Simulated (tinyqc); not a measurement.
Minimum-mode following (dimer method) and harmonic rate on a two-dimensional model surface: one step, computed by the program tinyqc.

V(x, y) = -A (cos kx + cos ky) - B cos kx cos ky + (C sin ky + S sin kx)(1 - cos kx), k = 2 pi/a; the atom hops from the minimum at (0, 0) to that at (a, 0).

Problem. Stationary points. Newton steps x(new) = x - H^-1 grad V (moves limited to 0.3 angstrom) from (0, 0), (a, 0) and (a/2, 0) give the two minima and the saddle.

Inputs (values chosen for the exercise, for a model surface):
```
quantity,value,unit
amplitude A,0.2,eV
amplitude B,0.031,eV
skew C,0.088,eV
asymmetry S,-0.013,eV
period a,3.9,angstrom
```

Surface: adatom on a square lattice.

Give: positions; energies; barrier from the start.

Solution.

positions (angstrom):
```
,x,y
start,0.000,0.000
end,3.900,0.000
saddle,2.049,-0.497
```

energies (eV): start -0.4310, end -0.4310, saddle -0.0419

barrier from the start = 0.3891 eV
